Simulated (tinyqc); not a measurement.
Haynes-Shockley experiment: drift, diffusion and decay of a minority-carrier pulse: one step, computed by the program tinyqc.

A thin sheet of excess carriers is made at x = 0, t = 0 in a long uniform bar; injection is low, so the pulse moves with the minority mobility.

Task: Transport coefficients. D = mu k_B T/e, v = mu F. Transit time d/v, diffusion length sqrt(D tau), drift length v tau, Peclet number v d/D = e F d/(k_B T).

Inputs (values chosen for the exercise, modelled on electrons in p-type germanium in a lightly doped bar):

| quantity | value | unit |
|---|---|---|
| minority mobility mu | 4360 | cm^2/(V s) |
| lifetime tau | 38 | microsecond |
| temperature T | 300 | K |
| field F | 9.4 | V/cm |
| distance d to the collector | 0.31 | cm |

Constants: k_B = 8.617333262e-05 eV/K.

Give: D; drift velocity v; transit time d/v; diffusion length; drift length v tau; Peclet number.

Result:

D = 112.71 cm^2/s

drift velocity v = 40984 cm/s

transit time d/v = 7.5639 microsecond

diffusion length = 654.46 micrometre

drift length v tau = 1.557392 cm

Peclet number = 112.72

The pulse must travel 0.199 drift lengths.
